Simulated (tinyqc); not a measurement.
Charge pumping in an n-channel transistor: one step of the calculation.

The gate is pulsed from accumulation to inversion and back. Energies E are counted from the intrinsic level; Dit(E) = D0 [1 + b (2 E/Eg)^2]. During each edge the traps near the bands emit their carriers, and those between Eh and Ee recombine once a cycle.

Problem. Pumped charge and current. Nit = integral of Dit from Eh to Ee = D0 [Ee - Eh + 4 b (Ee^3 - Eh^3)/(3 Eg^2)], Qcp = q A Nit, Icp = f Qcp.

Values chosen for this exercise; band and dielectric values close to those of silicon: band gap Eg = 1.12 eV; gate area A = 0.06 um^2; trap density at midgap D0 = 1e10 cm^-2 eV^-1; rise of the trap density towards the band edges b = 3.2; frequency f = 3.6e5 Hz.

Constants: q = 1.602176634e-19 C. Results are converted to the units shown.

Ee = 0.34821141 eV
Eh = -0.33683263 eV

Give: Nit; mean Dit; traps pumped a cycle; Icp.

Solution.

Nit = 9.586e9 cm^-2
mean Dit = 1.399e10 cm^-2 eV^-1
traps pumped a cycle = 5.752
Icp = 0.3318 pA

Range of the model: The Fermi levels of inversion and accumulation are taken to lie beyond Ee and Eh, the flat tops to fill all traps, and no geometric current is added.

tinyqc, about 0.01 s, one thread, Intel Xeon 2.30GHz (shared host): `OMP_NUM_THREADS=1 python tinyqc.py 2030036 2030037 out.jsonl`
